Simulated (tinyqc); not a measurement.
# Resistance of a source-drain extension with a graded tip: two studies

y runs along the channel, the gate covers y > 0. The doping is N0 for y < y0 and N0 10^(-(y - y0)/la) beyond, uniform over the depth xj. Sheet conductance s(y) = q mu(N) max(N - Nch, 0) xj + (for y > 0) ma Cox Vo, with mu(N) = u0 + (u1 - u0)/(1 + (N/Nr)^au) and Cox = eps0 eox/tox. Current is taken as one-dimensional; depletion of the tip, spreading and the contact are left out. The metallurgical junction lies at yj, where N = Nch.

Values chosen for this exercise; mobility law close to that of holes in silicon: relative permittivity of the gate insulator (close to zirconium oxide) eox = 24.7; insulator thickness tox = 11 nm; active doping of the extension far from the gate N0 = 2.6e20 cm^-3; lateral abruptness la = 4.2 nm/decade; position under the gate where the fall begins (gate edge at 0) y0 = 4.5 nm; depth of the extension xj = 11 nm; channel doping Nch = 3.5e18 cm^-3; spacer length Ls = 9 nm; gate overdrive Vo = 0.46 V; mobility of the gate-induced layer ma = 100 cm^2/(V s); mobility at low doping u1 = 470.5 cm^2/(V s); mobility at high doping u0 = 44.9 cm^2/(V s); reference doping Nr = 2.23e17 cm^-3; exponent au = 0.719; gate length Lg = 50 nm.

Constants: q = 1.602176634e-19 C, eps0 = 8.8541878128e-14 F/cm where lengths are in cm. Results are converted to the units shown.

Each table varies one quantity; the others keep the values above.

## Abruptness at a fixed junction position

R_spacer = integral of dy/s from -Ls to 0, R_ov from 0 to yj, R_channel = (Lg - 2 yj)/(ma Cox Vo), R_total = 2 R_spacer + 2 R_ov + R_channel. Electrical length L_eff = ma Cox dR_total/d(1/Vo); R_series = R_total - L_eff/(ma Cox Vo). y0 is moved with la so that yj stays at 12.358 nm.

The same in every row: yj (nm) = 12.36; R_channel (ohm um) = 276.5.

Abruptness at a fixed junction position:
```
la (nm/decade)  R_spacer (ohm um)  R_ov (ohm um)  R_total (ohm um)  L_eff (nm)  R_series (ohm um)
1                           4.188          11.59             308.0       26.01              23.61
2.3                         4.188          19.48             323.8       26.90              29.66
3.6                         4.188          27.37             339.6       27.79              35.70
4.9                         4.188          35.26             355.4       28.68              41.75
6.1                         4.188          42.55             369.9       29.50              47.33
7.4                         4.370          50.27             385.8       30.39              53.44
8.7                         5.508          57.17             401.8       31.26              60.02
10                          7.741          63.18             418.3       32.09              67.39
```

As la goes from 1 to 10 nm/decade, R_total rises from 308 to 418 ohm um, R_spacer rises from 4.19 to 7.74 ohm um and R_ov rises from 11.6 to 63.2 ohm um. R_total changes on average by 12.3 ohm um for each nm/decade. L_eff exceeds the metallurgical length by 0.726 nm in the first row and 6.81 nm in the last, since the gate also controls the lightly doped tips.

## Effect of the active doping of the extension far from the gate

Same model as above.

Effect of the active doping of the extension far from the gate:
```
N0 (cm^-3)  yj (nm)  R_spacer (ohm um)  R_ov (ohm um)  R_channel (ohm um)  R_total (ohm um)  L_eff (nm)  R_series (ohm um)
2e19          7.679              50.69          38.11               378.8             556.4       38.31              137.5
3.1e19        8.479              32.69          36.21               361.3             499.1       36.37              101.5
4.7e19        9.238              21.82          34.65               344.7             457.6       34.66              78.71
7.2e19        10.02              14.48          33.34               327.7             423.3       32.99              62.62
1.1e20        10.79              9.634          32.33               310.8             394.7       31.38              51.53
1.7e20        11.58              6.327          31.55               293.4             369.2       29.77              43.70
2.6e20        12.36              4.188          31.01               276.5             346.9       28.20              38.49
4e20          13.14              2.750          30.63               259.3             326.0       26.62              34.92
```

What does the table show?

As N0 goes from 2e19 to 4e20, R_total falls from 556 to 326 ohm um, L_eff falls from 38.3 to 26.6 nm and R_series falls from 138 to 34.9 ohm um.

Program tinyqc, `OMP_NUM_THREADS=1 python tinyqc.py 2282254 2282255 out.jsonl`; Intel Xeon 2.30GHz, shared host, one thread, about 0.03 s.
